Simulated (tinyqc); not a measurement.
Worked calculation: carbon nanotube by zone folding. Values are carried at full precision from step to step, so a last printed digit may differ when a step is redone from the rounded ones.

Circumference C = n a1 + m a2, a = sqrt3 acc; d = a sqrt(n^2 + nm + m^2)/pi; tan(theta) = sqrt3 m/(2n + m); dR = gcd(2n + m, 2m + n); T = t1 a1 + t2 a2 with t1 = (2m + n)/dR, t2 = -(2n + m)/dR, |T| = sqrt3 pi d/dR; N = 2 (n^2 + nm + m^2)/dR hexagons a cell. On cutting line mu = 0 to N - 1 at x = k|T|/(2 pi) the phases are p1 = 2 pi (-t2 mu + m x)/N, p2 = 2 pi (t1 mu - n x)/N, and E = -/+ t |1 + exp(i p1) + exp(i p2)|.

Values chosen for the exercise (near those used for carbon; not measured data): n = 8 (chiral index); m = 8 (chiral index); acc = 1.44 angstrom (bond length); t = 2.7 eV (hopping); mu = 8 (cutting line); x = -0.42 (position on the line).

## Geometry

Form d, theta, dR, t1, t2, N and |T|, and (n - m) mod 3.

d = 11.001 angstrom
theta = 30.00 degrees

dR, t1, t2, N: 24  1  -1  16

|T| = 2.494 angstrom
(n - m) mod 3 = 0

A cutting line passes through K: metallic in zone folding; armchair, 32 atoms a cell.

## One point of one line

Form the phases and the energy.

p1, p2 (rad): 1.82212  4.46106

E of the upper band = 1.3571 eV

## Band edges

The three lowest distinct minima of E along the lines, doubled (the transition between mirror bands), against the cone: 2 t acc j/d with j = 1, 2, 4 for semiconducting and 0, 3, 3 for metallic tubes.

Transitions (eV):

| order | zone folding | cone |
|---|---|---|
| 1 | 0.0000 | 0.0000 |
| 2 | 2.0665 | 2.1206 |

For an armchair tube the lines on both sides of K are mirror images, so the first pair stays degenerate. Measured optical lines also hold self-energy and exciton terms.

## The small gap from curvature

Rolling tilts the orbitals and moves K off the line: Eg = (3/4) t (acc/d)^2 |cos(3 theta)| in the estimate used here (misalignment of pi orbitals alone).

gap = 0.0 meV

It vanishes for armchair tubes.

tinyqc: `OMP_NUM_THREADS=1 python tinyqc.py 1480004 1480005 out.jsonl`; about 0.02 s, one thread, shared Intel(R) Xeon(R) Processor @ 2.30GHz.
